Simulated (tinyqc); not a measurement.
What each parameter does: Wannier function of the lower band of a two-orbital chain.

H(k) = [[-d/2 - 2 ta cos k, -t1 - t2 exp(-ik)], [-t1 - t2 exp(ik), d/2 - 2 tb cos k]], k in 1/a, Bloch sums with exp(ikR) and without the positions inside the cell. Mesh k_j = 2 pi j/N. Projection gauge: each lower eigenvector u is multiplied by the phase that makes <trial|u> real and positive (the one-band case of Loewdin orthogonalisation). Wannier amplitudes w(R) = (1/N) sum_k exp(ikR) u(k); hoppings H(R) = (1/N) sum_k exp(-ikR) E(k).

Values chosen for the exercise: d = -0.79 eV (A at -d/2, B at +d/2); t1 = 1.42 eV (A-B in the cell); t2 = 1.27 eV (B to A of the next cell); ta = 0.23 eV (A-A between cells); tb = -0.04 eV (B-B between cells); xb = 0.33 a (position of B (A at 0)); th = 30 degrees (trial orbital cos(th) A + sin(th) B in cell 0).

N = 24: centre (folded into [0, 1)) and Omega_I from overlaps M_j = u_j^+ diag(1, exp(-i b xb)) u_(j+1), b = 2 pi/N: centre = -(1/2 pi) Im ln prod M_j, Omega_I = mean(1 - |M_j|^2)/b^2; and the first two hoppings H(R).

Results for these values:

| case | centre (a) | Omega_I (a^2) | H(1) (eV) | H(2) (eV) |
|---|---|---|---|---|
| base | 0.3512 | 0.1281 | -0.5758 | 0.0633 |

What happens to each result for t2 = 1.17 eV, all else kept?

Answer: centre falls from 0.3512 to 0.3288; Omega_I falls from 0.1281 to 0.1142; H(1) rises from -0.5758 to -0.5471; H(2) falls from 0.0633 to 0.0566.

The same for each parameter in turn:

| case | centre (a) | Omega_I (a^2) | H(1) (eV) | H(2) (eV) |
|---|---|---|---|---|
| base | 0.3512 | 0.1281 | -0.5758 | 0.0633 |
| d = -0.49 eV | 0.3466 | 0.1581 | -0.6032 | 0.0745 |
| t1 = 1.57 eV | 0.3202 | 0.1183 | -0.6004 | 0.0666 |
| t2 = 1.17 eV | 0.3288 | 0.1142 | -0.5471 | 0.0566 |
| ta = 0.33 eV | 0.3549 | 0.1194 | -0.6063 | 0.0520 |
| xb = 0.38 a | 0.3844 | 0.1279 | -0.5758 | 0.0633 |
| th = 40 degrees | 0.3512 | 0.1281 | -0.5758 | 0.0633 |

The trial angle is a choice of gauge and moves none of these; xb enters the position operator alone, so it leaves the hoppings.

(tinyqc, `OMP_NUM_THREADS=1 python tinyqc.py 1450714 1450715 out.jsonl`, Intel(R) Xeon(R) Processor @ 2.30GHz, 1 thread, shared host, about 0.2 s.)
